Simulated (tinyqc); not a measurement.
# From one set of inputs to another, one input at a time

Model: current of a Schottky diode by thermionic-emission-diffusion theory, and its read-back from I-V-T and C-V data. Computed by tinyqc, a small Python program. Command: `OMP_NUM_THREADS=1 python tinyqc.py 3027037 3027038 out.jsonl schottky ladder`. One thread of a shared host (Intel(R) Xeon(R) Processor @ 2.30GHz), about 0.01 s of CPU time with the checks.

Full ionisation, no tunnelling, no recombination current. V is the voltage across the junction itself, forward positive.

The inputs printed are set A. Set A is modelled on n-type silicon; the values taken over come from a set modelled on n-type GaN. Inputs not listed in the table keep their values of set A, so the rows need not describe a real material.

Inputs (values chosen for the exercise, modelled on n-type silicon): Richardson constant A* = 116 A/(cm^2 K^2); effective density of states at 300 K, N_c = 2.9e+19 1/cm^3; permittivity eps = 11.7; mobility mu = 1300 cm^2/(V s); barrier without image force phi_0 = 0.816 eV; doping N = 4.6e+16 1/cm^3; series resistance R_s = 15 milliohm cm^2; junction voltage V = 0.19 V; temperature T = 350 K.

Barrier: uniform.

Constants: k_B = 8.617333262e-05 eV/K; e = 1.602176634e-19 C; eps_0 = 8.8541878128e-12 F/m.

Method:
- N_c(T) = N_c (T/300 K)^(3/2); V_bi = phi_0 - (k_B T/e) ln(N_c(T)/N); surface field F = sqrt(2 e N (V_bi - V - k_B T/e)/(eps eps_0)); image lowering d_phi = sqrt(e F/(4 pi eps eps_0)); effective barrier phi = phi_0 - d_phi.
- Collection velocity v_R = A* T^2/(e N_c(T)); diffusion velocity v_D = mu F; J = e N_c(T) v_R/(1 + v_R/v_D) exp(-phi/k_B T) [exp(e V/k_B T) - 1].
- Terminal voltage V + J R_s.
- Ideality n = (e/k_B T)/(d ln J/dV) by a central difference of +/- 1 mV; J_0 = J exp(-e V/(n k_B T)); apparent barrier phi_IV = k_B T ln(A* T^2/J_0); a C-V plot gives phi_CV = phi_0, the mean without lowering.

Each row keeps all changes above it:
```
input moved                                from       to  current density J (A/cm^2)  ideality factor n  image lowering (meV)
set A                                         -        -                  3.6672e-02             1.0187                30.365
temperature T (K)                           350      250                  7.4546e-06             1.0174                31.750
mobility mu (cm^2/(V s))                   1300      920                  7.3969e-06             1.0176                31.750
barrier without image force phi_0 (eV)    0.816     1.07                  6.6632e-11             1.0125                35.361
Richardson constant A* (A/(cm^2 K^2))       116     26.9                  1.5711e-11             1.0123                35.361
permittivity eps                           11.7      9.7                  2.0138e-11             1.0141                40.700
doping N (1/cm^3)                       4.6e+16  2.8e+16                  1.6032e-11             1.0126                35.816
junction voltage V (V)                     0.19      0.4                  2.3869e-07             1.0167                32.833
```

Current density J goes from 0.0367 to 2.39e-7, a factor 6.51e-6 in all. The largest single move comes from barrier without image force phi_0 (a factor 9.01e-6), and junction voltage V works against it (a factor 14900). ideality factor n ends near its start, 1.02; the largest single move comes from barrier without image force phi_0 (a factor 0.9950). Image lowering goes from 30.4 to 32.8, a factor 1.08 in all. The largest single move comes from permittivity eps (a factor 1.15), and doping N works against it (a factor 0.880). The single moves hold for this order of the switches; the total does not depend on the order.

Extremes, crossings and ranges named in words are read from the listed rows.
